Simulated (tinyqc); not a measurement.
Inside a calculation. Method: geometry optimisation on the RHF/sto-3g surface (energies and gradients from PySCF), for H4, spin multiplicity 1. One step of it, computed by the program tinyqc.

Problem. Step 1: move. Quasi-Newton step p = -H^(-1) g (first H = 0.15 times the unit matrix); steps longer than 0.1 bohr are cut back (factor 0.026 here).

positions at the start (bohr):
```
            x          y         z
1H  -0.028346   0.062361  0.001890
2H  -0.005669  -0.194642  1.645951
3H  -0.018897   1.855711  0.035905
4H   0.088817   1.910513  1.657290
```

gradient (hartree/bohr):
```
              x            y            z
1H   0.00282096   0.27501863  -0.15001730
2H   0.00974510   0.22283780   0.15020953
3H  -0.01468259  -0.26322631  -0.14521814
4H   0.00211653  -0.23463012   0.14502591
```

Give: positions after step 1.

Solution.

positions after step 1 (bohr):
```
          x        y       z
1H  -0.0288   0.0150  0.0277
2H  -0.0073  -0.2330  1.6201
3H  -0.0164   1.9010  0.0609
4H   0.0885   1.9509  1.6323
```
